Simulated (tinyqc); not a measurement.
Hot electrons in a saturated n-channel MOSFET, lucky-electron model: two steps of the calculation.

Beyond pinch-off the lateral field grows as Esat cosh(y/l) over the velocity-saturated region (pseudo-two-dimensional model). Impact ionisation in this region gives the substrate current, which biases the body forward through Rsub. Currents are per width. Local-field laws: they overstate ionisation when the field peak is narrower than an energy relaxation length.

Inputs (values chosen for the exercise); values close to those of silicon n-channel devices:

| symbol | value | unit | meaning |
|---|---|---|---|
| L | 1.2 | um | channel length |
| tox | 28 | nm | oxide thickness |
| VT | 0.59 | V | threshold |
| vs | 7.5e6 | cm/s | saturation velocity |
| Ai | 2e6 | 1/cm | ionisation prefactor |
| Bi | 1.81 | MV/cm | ionisation field |
| Rd | 200 | ohm um | resistance of the lightly doped drain |
| Rsub | 15000 | ohm um | substrate resistance |
| kb | 0.27 |  | fall of VT per volt of forward body bias |
| lm | 8.3 | nm | hot-electron mean free path |
| pb | 3.2 | V | oxide barrier |
| Cg | 0.0036 |  | prefactor of the gate current |
| m | 3.1 |  | lifetime exponent |
| Hl | 5400 | s uA/um | lifetime constant |
| Vd | 5.4 | V | drain voltage |
| Vg | 3.2 | V | gate voltage |

Constants: eps0 = 8.8541878128e-14 F/cm where lengths are in cm. Results are converted to the units shown.

Problem 1. Body bias from the substrate current. Cox = 3.9 eps0/tox. Overdrive g = Vg - VT + kb Vb; Vdsat = g Esat L/(g + Esat L); Id = Cox vs (g - Vdsat); dV = Vd - Id Rd - Vdsat; Em = sqrt((dV/l)^2 + Esat^2); Isub = Id (Ai/Bi) l Em exp(-Bi/Em). Vb(new) = Rsub Isub.

Vb at the start = 0 V
l = 200.79841 nm
Esat = 0.055555556 MV/cm

Give: Vdsat; Id; dV; Em; Isub; Vb after iteration 1.

Solution 1.

Vdsat = 1.876 V
Id = 67.92 uA/um
dV = 3.511 V
Em = 0.1835 MV/cm
Isub = 0.01435 uA/um
Vb after iteration 1 = 2.152e-4 V

Problem 2. Gate current, lifetime and channel shortening. Ig = Cg Id exp(-pb/(lm Em)); lifetime tau = (Hl/Id)(Isub/Id)^(-m); length of the saturated region dL = l ln[(dV/l + Em)/Esat]. 1 year = 3.15576e7 s.

Id = 67.923843 uA/um
dV = 3.5107115 V
Em = 0.18345193 MV/cm
Isub = 0.014346871 uA/um
l = 200.79841 nm
Esat = 0.055555556 MV/cm

Wanted: Isub/Id; Ig; tau; dL.

Solution 2.

Isub/Id = 2.1122e-4
Ig = 1.8247e-4 pA/um
tau = 6.2315e5 years
dL = 374.28 nm

The lifetime exceeds ten years.

Program tinyqc, `OMP_NUM_THREADS=1 python tinyqc.py 2550168 2550169 out.jsonl`; Intel Xeon 2.30GHz, shared host, one thread, about 0.01 s.
